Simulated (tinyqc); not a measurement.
The choice of windows: band offset from the macroscopic average of a supercell potential.

A model of the planar-averaged electrostatic energy of an electron in a periodic cell of N1 periods of A (L1 = N1 n1 h) and N2 periods of B (L2 = N2 n2 h), on z_j = j h: V(z) = f VA + (1 - f) VB + F t(z), VA = V1[0] + V1[1] cos(2 pi z/(n1 h)) + V1[2] cos(4 pi z/(n1 h)), VB the same with V2, n2 and z - L1. f = [tanh(z/w) - tanh((z - L1)/w) + tanh((z - L1 - L2)/w)]/2 + 1/2; t(z) = z - L1/2 in A and (L1/L2)(L1 + L2/2 - z) beyond, so that the cell is periodic.

Running mean over n points, periodic: for odd n the plain mean of the n points centred on j; for even n the n + 1 points with half weight at both ends. The macroscopic average applies the mean over n1 points and then over n2 points.

Parameters, chosen for this exercise (gaps near those of GaAs and AlAs; not measured data): h = 0.35 angstrom (grid step); n1 = 5 (grid points per period of A); n2 = 7 (grid points per period of B); N1 = 4 (periods of A); N2 = 4 (periods of B); V1 = (-10.52, 2.81, -0.18) eV (mean and two harmonics of the potential in A); V2 = (-4.65, 1.29, -0.17) eV (the same in B); w = 0.43 angstrom (width of the interfaces); F = 0 eV/angstrom (slope in A from opposite charges on the two interfaces).

dV read at j = 10 and 34 after means over the numbers of points listed; ripple is the spread over the five points around each.

Results:

| windows | dV (eV) | ripple in A (meV) | ripple in B (meV) |
|---|---|---|---|
| none | 4.360 | 4959 | 1254 |
| 5 only | 6.377 | 0 | 649 |
| 7 only | 6.535 | 1186 | 0 |
| 6 only | 6.470 | 692 | 270 |
| 6, 8 | 5.786 | 101 | 24 |
| 5, 7 | 5.870 | 2 | 0 |

Which rows can be used, and how does a wrong window show?

The last row matches both periods and lies 0 meV from the value of a thick cell, V2[0] - V1[0] = 5.870 eV. Against it the raw potential errs by -1.51 eV. No other row is within 20 meV of it. A window one point too long leaves a ripple of 692 meV in A, against 2 meV in the last row: the ripple is the sign to look for. Rows to use, with under 30 meV of ripple in both regions once the tilt is taken off: 5, 7. A row with a large ripple can hit the right value only by chance.

Computed by tinyqc, a small Python program: `OMP_NUM_THREADS=1 python tinyqc.py 1880547 1880548 out.jsonl` (the numbers bound the seed that draws the inputs); one thread of a shared host (Intel(R) Xeon(R) Processor @ 2.30GHz), about 0.01 s for the whole set of steps.
